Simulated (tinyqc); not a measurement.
Frequency dispersion of an accumulation capacitance by border traps, distributed model: one step of the calculation.

Traps spread evenly through the insulator exchange electrons with the semiconductor by tunnelling, with tau(x) = t0 exp(2 ka x) at depth x from the interface. The admittance per area Y seen at depth x obeys dY/dx = -Y^2/(i w eps0 eox) + q Nb ln(1 + i w tau)/tau, with Y(0) = i w Cs and w = 2 pi f; the gate sees Y(tox) = G + i w C. Working variable y = Y/(i w), in uF/cm^2. Cox = eps0 eox/tox.

Question. Capacitance and conductance at the gate. Beyond xe the traps are ignored, so 1/y(tox) = 1/y(xe) + (tox - xe)/(eps0 eox); C = Re y, G/w = -Im y, loss tangent G/(w C).

Values chosen for this exercise; permittivity close to that of silicon dioxide:

| symbol | value | unit | meaning |
|---|---|---|---|
| eox | 3.71 |  | relative permittivity of the insulator |
| tox | 11 | nm | insulator thickness |
| xe | 2.7 | nm | depth down to which the steps are taken |

Constants: eps0 = 8.8541878128e-14 F/cm where lengths are in cm. Results are converted to the units shown.

y at xe = 1.2115269-0.0849931i uF/cm^2

Give: y at the gate; C; G/w; loss tangent.

Answer.

y at the gate = 0.2986-0.0051i uF/cm^2
C = 0.2986 uF/cm^2
G/w = 0.005139 uF/cm^2
loss tangent = 0.01721

Program tinyqc, `OMP_NUM_THREADS=1 python tinyqc.py 2202098 2202099 out.jsonl`; Intel Xeon 2.30GHz, shared host, one thread, about 0.7 s.
